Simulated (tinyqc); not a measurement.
Changing the mass of B: collinear exchange A + BC -> AB + C on a London-Eyring-Polanyi-Sato surface: saddle, string of images and rate. Computed by tinyqc, a small Python program. Command: `OMP_NUM_THREADS=1 python tinyqc.py 3110874 3110875 out.jsonl leps sweep`. One thread of a shared host (Intel(R) Xeon(R) Processor @ 2.30GHz), about 0.2 s of CPU time with the checks.

x = r(AB), y = r(BC), r(AC) = x + y. V is counted from separated atoms, the barrier from A + BC, that is V + D(BC).

Inputs (values chosen for the exercise, for a model exchange):
```
quantity            value           unit
D(AB)                4.89             eV
r0(AB)              0.975       angstrom
beta(AB)             1.56     1/angstrom
D(BC)                 3.9             eV
r0(BC)              0.858       angstrom
beta(BC)             1.92     1/angstrom
D(AC)                4.33             eV
r0(AC)              0.921       angstrom
beta(AC)             1.75     1/angstrom
Sato parameter S     0.12              -
mass of A           2.014              u
mass of C           28.09              u
temperature T         300              K
step of the string   0.02  angstrom^2/eV
```

Constants: nu for 1 eV/(angstrom^2 u) = 15.6333042 THz; h x 1 THz = 4.135667696 meV; k_B = 1.380649e-23 J/K; u = 1.6605390666e-27 kg; k_B = 8.617333262e-05 eV/K.

Method:
- For each pair, with u = exp(-beta (r - r0)): Q = D [(3 + S) u^2 - (2 + 6 S) u]/(4 (1 + S)), J = D [(1 + 3 S) u^2 - (6 + 2 S) u]/(4 (1 + S)); V = Q1 + Q2 + Q3 - sqrt(((J1 - J2)^2 + (J2 - J3)^2 + (J3 - J1)^2)/2).
- String of 9 images between the fixed ends (r0(AB) + 2, r0(BC)) and (r0(AB), r0(BC) + 2), started on the two straight legs through (r0(AB) + 0.3, r0(BC) + 0.3): each iteration moves the inner images by -step x gradient (central differences) and spaces them evenly again along the broken line (coordinates are kept between 0.2 and 8 angstrom); stop when no coordinate changes by more than 1e-5 angstrom, at most 400 iterations.
- From the highest inner image, z -> z - H^-1 g with gradient g and Hessian H by central differences, steps capped at 0.15 angstrom, 12 steps.
- Wilson matrix G = [[1/m_A + 1/m_B, -1/m_B], [-1/m_B, 1/m_B + 1/m_C]]; eigenvalues lambda of G H give nu = 15.6333042 THz x sqrt(|lambda|), the negative one being imaginary. Reactant: nu_BC from k = 2 D beta^2 and 1/m_B + 1/m_C. Skew angle: cos = sqrt(m_A m_C/((m_A + m_B)(m_B + m_C))).
- One-dimensional rate constant without tunnelling, k = sqrt(k_B T/(2 pi mu)) [sinh(h nu_BC/(2 k_B T))/sinh(h nu_s/(2 k_B T))] exp(-barrier/(k_B T)) with mu = m_A (m_B + m_C)/(m_A + m_B + m_C); Wigner factor 1 + (h nu_i/(k_B T))^2/24; adiabatic barrier = barrier + h (nu_s - nu_BC)/2.

One run for each value:
```
mass of B (u)  rate constant k (cm/s)  adiabatic barrier (eV)  imaginary frequency (THz)  skew angle (degrees)
1.008                          5703.2                0.053918                     11.190                36.669
2.014                          3416.4                0.067149                     11.027                46.918
3.016                          2718.1                0.073061                     10.887                53.036
6.000                          2019.9                0.080775                     10.563                62.931
12.000                         1643.5                0.086163                     10.148                71.499
19.000                         1490.9                0.088682                      9.858                76.166
```

What does the table show?

Over the rows, rate constant k (cm/s) falls from 5700 to 1490 (exponent d ln y / d ln x -0.74 between the first rows and -0.21 between the last); adiabatic barrier (eV) rises from 0.0539 to 0.0887 (exponent d ln y / d ln x 0.32 between the first rows and 0.063 between the last); imaginary frequency (THz) falls from 11.2 to 9.86 (exponent d ln y / d ln x -0.021 between the first rows and -0.063 between the last).
